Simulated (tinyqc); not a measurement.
# From barrier height back to potential of the wafer psi_2

Model: a particle near a wafer in liquid: double-layer and van der Waals forces (DLVO), deposition barrier and removal. Computed by tinyqc, a small Python program. Command: `OMP_NUM_THREADS=1 python tinyqc.py 3113187 3113188 out.jsonl dlvo inv`. One thread of a shared host (Intel(R) Xeon(R) Processor @ 2.30GHz), about 0.01 s of CPU time with the checks.

Sphere and flat wall, Derjaguin approximation, constant potentials in the linear-superposition form, no retardation and no hydration force.

Inputs (values chosen for the exercise, of the order of those for polymer latex on silicon in water):
```
quantity                             value   unit
particle radius R                       50     nm
Hamaker constant A                 1.8e-20      J
potential of the particle psi_1        -44     mV
salt concentration c                0.0053  mol/L
valence z of the symmetric salt          1      -
temperature T                          298      K
dielectric constant of the liquid     78.4      -
```

Constants: e = 1.602176634e-19 C; N_A = 6.02214076e+23 1/mol; eps_0 = 8.8541878128e-12 F/m; k_B = 1.380649e-23 J/K; k_B = 8.617333262e-05 eV/K.

Method:
- kappa^2 = 2 z^2 e^2 N_A (1000 c)/(eps eps_0 k_B T); gamma_i = tanh(z e psi_i/(4 k_B T)); Z = 64 pi eps eps_0 (k_B T/(z e))^2 gamma_1 gamma_2.
- U(h) = Z R exp(-kappa h) - A R/(6 h); F(h) = -dU/dh = kappa Z R exp(-kappa h) - A R/(6 h^2), positive for repulsion.
- F = 0 reads x^2 exp(-x) = y with x = kappa h and y = A kappa/(6 Z); the left side peaks at x = 2 with 4/e^2 = 0.5413, so roots exist for smaller y: x < 2 is the barrier, x > 2 the secondary minimum.

Problem. A run gave the result below. Find the potential of the wafer psi_2, known to lie between -83 and -39 mV.

barrier height = 110.1925 k_B T

Solution.

Each step takes the trial c = (a f_b - b f_a)/(f_b - f_a), f being the result less the target; c replaces end b, the old b replaces a if the sign of f changed, and otherwise f_a is halved.

Scan of the range:
```
potential of the wafer psi_2 (mV)  barrier height (k_B T)
-83.0                                             203.829
-75.7                                             188.436
-68.3                                             171.496
-61.0                                             153.500
-53.7                                             134.311
-46.3                                             113.782
-39.0                                              92.679
```

False position (Illinois rule) inside the bracket:
```
step     end a     end b     trial  barrier height (k_B T)
1     -46.3000  -39.0000  -45.0584                 110.245
2     -39.0000  -45.0584  -45.0403                 110.193
3     -39.0000  -45.0403  -45.0398                 110.192
4     -45.0403  -45.0398  -45.0400                 110.193
```

Barrier height falls at every point of a 13-point scan of the range (every second point is shown), so one value fits; it is bracketed by -46.3 and -39.0. Answer: potential of the wafer psi_2 = -45.04 mV.
